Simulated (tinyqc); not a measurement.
Jacobi rotations on a symmetric matrix, step by step. One step of it, computed by the program tinyqc.

Task: Jacobi rotation 2. Take the largest off-diagonal element A_pq; tan 2 theta = 2 A_pq / (A_qq - A_pp) with |theta| <= pi/4; A' = J^T A J with J_pp = J_qq = cos, J_pq = sin, J_qp = -sin.

A', lower triangle:
```
           1          2          3          4          5         6
1   1.277958
2   0.213878   2.211000
3   0.141074   0.173000   2.772000
4   0.000000  -0.119102   0.279622   4.768042
5  -0.084094   0.360000  -0.051000   0.065826   5.197000
6  -0.207226   0.074000  -0.172000  -0.055700  -0.329000  5.827000
```

Give: p, q, theta; A'.

Result:

p, q, theta (rad): 2.000  5.000  0.118

A', lower triangle:
```
        1       2       3       4       5      6
1   1.278
2   0.222   2.168
3   0.141   0.178   2.772
4   0.000  -0.126   0.280   4.768
5  -0.058   0.000  -0.030   0.051   5.240
6  -0.207   0.112  -0.172  -0.056  -0.318  5.827
```
